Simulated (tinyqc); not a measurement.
Inside a calculation. Model: ferroelectric with a first-order transition, Landau-Devonshire energy.

tinyqc, about 0.01 s, one thread, Intel Xeon 2.30GHz (shared host): `OMP_NUM_THREADS=1 python tinyqc.py 2860024 2860025 out.jsonl` Printed values are rounded.

One domain with free energy u = al P^2 + be P^4 + ga P^6 - E P, al = a0 (T - T0), be < 0 < ga (P in uC/cm^2, E in kV/cm, u in mJ/cm^3). Equilibrium: E = 2 al P + 4 be P^3 + 6 ga P^5; a state is stable against small changes where dE/dP > 0. The coercive field is that of uniform switching, which real films, switching by domains, do not reach.

Parameters, values chosen for the exercise:
- a0 = 0.011 kV cm/(uC K) (slope of the quadratic coefficient)
- T0 = 350 K (Curie-Weiss temperature)
- be = -0.0013 kV cm^5/uC^3 (quartic coefficient)
- ga = 1.1e-6 kV cm^9/uC^5 (sixth-order coefficient)
- T = 200 K (temperature)
- Ea = 300 kV/cm (applied field)

Constants: eps0 = 8.8541878128e-14 F/cm where lengths are in cm. Results are converted to the units shown.

## Spontaneous polarisation, coercive field and susceptibility

Ps^2 = [-be + sqrt(be^2 - 3 al ga)]/(3 ga); Pc^2 = [-3 be + sqrt(9 be^2 - 15 al ga)]/(15 ga), Ec = -E(Pc); susceptibility chi = 1/(eps0 dE/dP).

al = -1.65 kV cm/uC
Ps = 34.68972 uC/cm^2
u(Ps) at E = 0 = -1951.230 mJ/cm^3
Pc = 25.12299 uC/cm^2
Ec = 99.30671 kV/cm
chi at Ps = 439.2005

## Transition temperatures

TC = T0 + be^2/(4 a0 ga), where u(Ps) = u(0); T1 = T0 + be^2/(3 a0 ga), where the polar minimum disappears. At TC the polarisation jumps from sqrt(-be/(2 ga)) to zero, with latent heat TC a0 Ps^2.

TC = 384.9174 K
T1 = 396.5565 K
jump of P = 24.30862 uC/cm^2
latent heat = 2.501963 J/cm^3

Thermal hysteresis can span T0 to T1, 46.6 K.

## Iteration 1: polarisation on the upper branch by Newton steps

P at the start = 41.6 uC/cm^2

f = 2 al P + 4 be P^3 + 6 ga P^5 - Ea, f' = 2 al + 12 be P^2 + 30 ga P^4, P(new) = P - f/f'.

f = 10.62796 kV/cm
f' = 68.53292 kV cm/uC
P after iteration 1 = 41.44492 uC/cm^2

## Iteration 2: polarisation on the upper branch by Newton steps

As before.

f = 0.09825537 kV/cm
f' = 67.26835 kV cm/uC
P after iteration 2 = 41.44346 uC/cm^2

## Course of the iteration: polarisation on the upper branch by Newton steps

Stop when P changes by less than 1e-10 uC/cm^2, or after 40 iterations. The rule counts as met only at the stable state of positive P.

Course of the iteration:
```
iteration  P (uC/cm^2)  |change| (uC/cm^2)
1             41.44492               0.155
2             41.44346             1.46e-3
3             41.44346             1.29e-7
4             41.44346                   0
```

Converged in 4 iterations. The change falls from 0.16 in the first iteration to below the tolerance in the last. There chi = 168.
